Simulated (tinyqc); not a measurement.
Worked calculation: RHF in the 6-311g basis, for H-, spin multiplicity 1. The basis has no diffuse functions, so it cannot describe the extra electron: this is an exercise in the method, not the real anion. One step of it, computed by the program tinyqc.

Problem. Iteration 2: DIIS coefficients. Solve [B -1; -1 0][c; lambda] = [0; -1] for the coefficients, which sum to one.

B (overlaps of the stored error matrices):
```
               1              2
1  7.6326967e+00  5.9549122e-01
2  5.9549122e-01  4.6699166e-01
```

Give: DIIS coefficients.

Solution.

DIIS coefficients: -0.0186  1.0186
